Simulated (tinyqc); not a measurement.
Undoped gate-all-around wire MOSFET, analytic charge model: one step of the calculation.

An undoped round wire of radius R under an insulator shell and a surrounding gate; long channel, electrons only, n = ni exp((psi - V)/Vt) with V the quasi-Fermi potential (0 at the source, Vd at the drain), constant mobility, no quantisation. The radial Poisson equation gives n(r) = n(0)/(1 - (1 - b) r^2/R^2)^2 with b = Q0/(Q + Q0). Q is the electron charge per area of the wire surface.

Task. Constants of the wire. ni = sqrt(Nc Nv) exp(-Eg/(2 Vt)), Eg in volts; Cox = eps0 eox/(R ln(1 + tox/R)); Q0 = 4 eps0 eps_r Vt/R; V0 = dphi + Vt ln[8 eps0 eps_r Vt/(q ni R^2)].

Values chosen for this exercise; material values close to those of silicon: temperature T = 400 K; band gap Eg = 1.1 eV; relative permittivity of the semiconductor eps_r = 11.6; conduction-band density of states at T Nc = 4.25e19 cm^-3; valence-band density of states at T Nv = 4.11e19 cm^-3; relative permittivity of the gate insulator eox = 9.14; insulator thickness tox = 4.9 nm; wire radius R = 3 nm; gate work function less that of the intrinsic body dphi = 0.13 V.

Constants: q = 1.602176634e-19 C, kB = 1.380649e-23 J/K, Vt = kB T/q, eps0 = 8.8541878128e-14 F/cm where lengths are in cm. Results are converted to the units shown.

Wanted: ni; Cox; Q0; V0.

Result.

ni = 4.9138e12 cm^-3
Cox = 2.7860 uF/cm^2
Q0 = 472.04 nC/cm^2
V0 = 0.65397 V

Numbers from tinyqc (`OMP_NUM_THREADS=1 python tinyqc.py 2460091 2460092 out.jsonl`; about 0.02 s on one thread of a shared Intel Xeon 2.30GHz).
